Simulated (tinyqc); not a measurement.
# Reverse leakage of an n+-p junction: diffusion, generation, trap-assisted and band-to-band tunnelling: leakage components against the reverse bias

One-sided abrupt junction in the depletion approximation, x from the junction (0) to W on the p side, field F = F0 (1 - x/W). Flat quasi-Fermi levels, long p side. Traps generate through SRH with both lifetimes shortened by 1 + Gamma (Hurkx enhancement, form for moderate fields); band-to-band generation is local and needs a total bending above Eg.

ni = sqrt(Nc Nv) exp(-Eg/(2 Vt)), Eg in volts; Vbi = Vt ln(Na Nd/ni^2); W = sqrt(2 eps0 eps_r (Vbi + VR)/(q Na)); F0 = 2 (Vbi + VR)/W; FG = sqrt(24 mt m0 (kB T)^3)/(q hbar); J_diff = q ni^2 sqrt(Dn/tau)(1 - exp(-VR/Vt))/Na. u = (Vbi + VR)(1 - x/W)^2, p = Na exp(-u/Vt), n = Nd exp((u - Vbi - VR)/Vt); G0 = ni^2 (1 - exp(-VR/Vt))/(tau (n + p + 2 ni cosh(Et/Vt))); Gamma = 2 sqrt(3 pi)(F/FG) exp((F/FG)^2); trap-assisted part G0 Gamma; G_bb = Ab F^2.5 exp(-Bb/F) with F in V/cm, zero unless Vbi + VR > Eg. Currents are q times the integrals over 0 to W; J_bb under 1e-8 of J is printed as 0; rows with F0/FG above 2.2, beyond the range of this Gamma, are left out.

Values chosen for this exercise; band and dielectric values close to those of germanium:
- T = 400 K (temperature)
- Eg = 0.657 eV (band gap)
- eps_r = 15.7 (relative permittivity)
- Nc = 1.62e19 cm^-3 (conduction-band density of states at T)
- Nv = 9.27e18 cm^-3 (valence-band density of states at T)
- Na = 9e17 cm^-3 (acceptor density of the lighter side)
- Nd = 5e19 cm^-3 (donor density of the heavier side)
- tau = 4e-8 s (SRH lifetime of both carriers at zero field)
- Et = 0 eV (trap level above the intrinsic level)
- mt = 0.13 m0 (tunnelling mass)
- Dn = 16 cm^2/s (electron diffusion coefficient on the lighter side)
- Ab = 7.7e14 cm^-0.5 V^-2.5 s^-1 (band-to-band prefactor)
- Bb = 5.07e6 V/cm (band-to-band field constant)

Constants: q = 1.602176634e-19 C, kB = 1.380649e-23 J/K, hbar = 1.054571817e-34 J s, m0 = 9.1093837015e-31 kg, Vt = kB T/q, eps0 = 8.8541878128e-14 F/cm where lengths are in cm. Results are converted to the units shown.

Result of one run:
```
VR (V)  F0 (kV/cm)  F0/FG  J_diff (A/cm^2)  J_SRH (A/cm^2)  J_TAT (A/cm^2)  J_bb (A/cm^2)  J (A/cm^2)             largest part
1.4            647   1.58          0.00282         0.00651           0.141           8.47        8.62  band-to-band tunnelling
```

What becomes of these results when the reverse bias VR is changed from 1.4 to 0.8 V, all else the same?

Result of the changed run:
```
VR (V)  F0 (kV/cm)  F0/FG  J_diff (A/cm^2)  J_SRH (A/cm^2)  J_TAT (A/cm^2)  J_bb (A/cm^2)  J (A/cm^2)             largest part
0.8            542   1.32          0.00282         0.00448          0.0524          0.888       0.948  band-to-band tunnelling
```

The whole series:
```
VR (V)  F0 (kV/cm)  F0/FG  J_diff (A/cm^2)  J_SRH (A/cm^2)  J_TAT (A/cm^2)  J_bb (A/cm^2)  J (A/cm^2)             largest part
0.2            411   1.00          0.00281         0.00173          0.0101         0.0142      0.0288  band-to-band tunnelling
0.5            481   1.17          0.00282         0.00325          0.0274          0.165       0.198  band-to-band tunnelling
0.8            542   1.32          0.00282         0.00448          0.0524          0.888       0.948  band-to-band tunnelling
1.1            597   1.46          0.00282         0.00555          0.0886           3.13        3.23  band-to-band tunnelling
1.4            647   1.58          0.00282         0.00651           0.141           8.47        8.62  band-to-band tunnelling
1.7            693   1.69          0.00282         0.00738           0.217           19.1        19.3  band-to-band tunnelling
2              737   1.80          0.00282         0.00819           0.328           37.9        38.3  band-to-band tunnelling
2.3            778   1.90          0.00282         0.00895           0.488           68.3        68.8  band-to-band tunnelling
2.6            817   1.99          0.00282         0.00966           0.719            114         115  band-to-band tunnelling
```

J rises from 0.0288 to 115 A/cm^2. Band-to-band tunnelling leads at VR = 0.2 and in all other rows. The ratio J_TAT/J_SRH goes from 5.86 to 74.5 as F0/FG goes from 1.00 to 1.99.

Range of the model: The n+ side is degenerate, so Vbi from Boltzmann statistics is only a guide.

tinyqc, about 0.01 s, one thread, Intel Xeon 2.30GHz (shared host): `OMP_NUM_THREADS=1 python tinyqc.py 2290040 2290041 out.jsonl`
